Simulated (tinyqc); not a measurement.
Leakage currents through a thin dielectric: one step, computed by the program tinyqc.

Electrons leave an electrode with Fermi energy E_F above its band bottom; barriers are counted from the Fermi level, and both electrodes are alike.

Question. Transmission at the Fermi level. Field F = V/t; equivalent oxide thickness 3.9 t/k. WKB: a layer of mass m, field F and barrier b(x) = b_0 - e F x gives the exponent (4 sqrt(2 m)/(3 hbar e F)) [b_0^(3/2) - max(b_0 - e F t, 0)^(3/2)] for b_0 > 0; b_0 = barrier - (E - E_F); the transmission is D(E) = exp(-sum of exponents), without image force.

Inputs (values chosen for the exercise, modelled on SiO2):
```
quantity              value  unit
barrier height phi_B   3.34    eV
tunnelling mass m      0.38   m_0
thickness t             1.5    nm
voltage V              0.51     V
```

Stack: single layer.

Constants: m_0 = 9.1093837015e-31 kg; e = 1.602176634e-19 C; hbar = 1.054571817e-34 J s.

Give: exponent of the dielectric; transmission D(E_F).

Answer.

exponent of the dielectric = 16.64

transmission D(E_F) = 5.956e-08
